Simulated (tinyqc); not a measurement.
# Length offset and series resistance from crossing lines

Inverse problem. R_total = Rs + k (L - dL)/Vo with constant Rs, dL and k. Find k, dL and Rs.

R_total at (L, Vo) = (45, 0.34), (135, 0.34), (45, 0.88) and (135, 0.88), L in nm and Vo in V (ohm um): [476.82353, 768, 399, 511.5]

Solution. At each overdrive R is a straight line in L with slope k/Vo; the two lines cross at L = dL, R = Rs.

k = 1.10 ohm um V/nm
dL = 5.80 nm
Rs = 350 ohm um

Numbers from tinyqc (`OMP_NUM_THREADS=1 python tinyqc.py 2282023 2282024 out.jsonl`; about 0.04 s on one thread of a shared Intel Xeon 2.30GHz).
